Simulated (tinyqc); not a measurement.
Grain-boundary trapping model (Seto) of a polycrystalline semiconductor film: one step, computed by the program tinyqc. Command: `OMP_NUM_THREADS=1 python tinyqc.py 3025445 3025446 out.jsonl poly walk`. One thread of a shared host (Intel(R) Xeon(R) Processor @ 2.30GHz), about 0.01 s of CPU time with the checks.

Grains of equal size L are joined by thin boundaries with one trap level. Trapped carriers deplete a width W on each side and raise a barrier, crossed by thermionic emission. Dopants are fully ionised, statistics are non-degenerate and mu_g does not depend on T.

Task: Activation energy. N_c(T) = N_c (T/300 K)^(3/2). Filled traps Q = Q_t/(1 + (1/2) exp((E_t* - E_F)/k_B T)), where E_t* = e V_B - E_t and E_F are counted from the band edge at the grain centre. Partial depletion: Q = 2 N W, V_B = e N W^2/(2 eps eps_0), E_F = k_B T ln(N/N_c); solve for W. If that W would exceed L/2 the grain is fully depleted: W = L/2, Q = N L, and E_F follows from the trap equation. Centre density n_0 = N_c exp(E_F/k_B T). Boundary: sigma_b = L e^2 n_0 exp(-e V_B/k_B T)/sqrt(2 pi m k_B T); rho = 1/sigma_b. Mean carrier density n_av = n_0 [(1 - 2W/L) + (2W/L) (sqrt(pi)/2) erf(y)/y], y = sqrt(e V_B/k_B T); effective mobility 1/(e n_av rho). E_a = d ln(rho)/d(1/k_B T) from T - 5 K and T + 5 K; temperature coefficient d ln(rho)/dT.

Inputs (values chosen for the exercise, modelled on polycrystalline ZnO): permittivity eps = 8.3; effective mass m = 0.29 m_0; effective density of states at 300 K, N_c = 3.7e+18 1/cm^3; grain size L = 48 nm; trap density Q_t = 7e+11 1/cm^2; trap level E_t below the band edge = 0.37 eV; doping N = 1.1e+18 1/cm^3; temperature T = 400 K.

Grain interior: neglected.

Constants: k_B = 8.617333262e-05 eV/K; e = 1.602176634e-19 C; eps_0 = 8.8541878128e-12 F/m; m_0 = 9.1093837015e-31 kg; k_B = 1.380649e-23 J/K.

Give: activation energy E_a; temperature coefficient.

Result:

activation energy E_a = -0.005072 eV

temperature coefficient = 0.03679 %/K
